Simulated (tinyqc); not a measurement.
Stretching all distances: RHF, UHF, MP2, CISD and CCSD against full CI in the sto-6g basis, for H3+, spin multiplicity 1. Computed by the program tinyqc with PySCF. All coordinates are multiplied by the scale. c0^2 is the weight of the RHF determinant in the lowest singlet FCI state (UHF is spin-contaminated and may lie near states of higher spin) and n(LUMO) the first natural occupation beyond the occupied space.

Geometry (angstrom):

| atom | x | y | z |
|---|---|---|---|
| H | 0.0000 | 0.0000 | 0.0000 |
| H | 0.0000 | 0.0000 | 0.8370 |
| H | 0.0000 | 0.9090 | 0.1310 |

Full CI energy (hartree) and errors against it (kcal/mol):

| scale | distance 1-2 (angstrom) | E(FCI) | RHF | UHF | MP2 | CISD | CCSD | <S^2> UHF | c0^2 | n(LUMO) |
|---|---|---|---|---|---|---|---|---|---|---|
| 0.870 | 0.728 | -1.24322 | 14.501 | 14.501 | 4.245 | 0.000 | 0.000 | 0.000 | 0.987 | 0.018 |
| 1.070 | 0.896 | -1.27159 | 18.072 | 18.072 | 5.552 | 0.000 | 0.000 | 0.000 | 0.979 | 0.028 |
| 1.270 | 1.063 | -1.24659 | 22.672 | 22.672 | 7.169 | 0.000 | 0.000 | 0.000 | 0.969 | 0.042 |
| 1.470 | 1.230 | -1.20192 | 28.579 | 28.579 | 9.133 | 0.000 | 0.000 | 0.000 | 0.953 | 0.061 |
| 1.660 | 1.389 | -1.15521 | 35.594 | 31.336 | 11.277 | 0.000 | 0.000 | 0.359 | 0.932 | 0.087 |
| 1.860 | 1.557 | -1.10879 | 44.489 | 28.655 | 13.612 | 0.000 | 0.000 | 0.619 | 0.903 | 0.122 |
| 2.060 | 1.724 | -1.06879 | 54.694 | 23.693 | 15.572 | 0.000 | 0.000 | 0.785 | 0.868 | 0.166 |
| 2.260 | 1.892 | -1.03644 | 65.677 | 18.131 | 16.488 | 0.000 | 0.000 | 0.890 | 0.828 | 0.217 |
| 2.460 | 2.059 | -1.01142 | 76.741 | 13.006 | 15.644 | 0.000 | 0.000 | 0.947 | 0.789 | 0.270 |

What does the comparison show, and why?

UHF parts from RHF first at scale 1.66 of those listed, where <S^2> leaves zero. The weight c0^2 goes from 0.99 to 0.79 and n(LUMO) from 0.02 to 0.27: static correlation grows as the bonds break into open-shell fragments. The spread of the error along the curve, which distorts its shape, is CISD 0.0, CCSD 0.0, MP2 12.2, UHF 18.3, RHF 62.2 kcal/mol. With two electrons CISD and CCSD are exact.
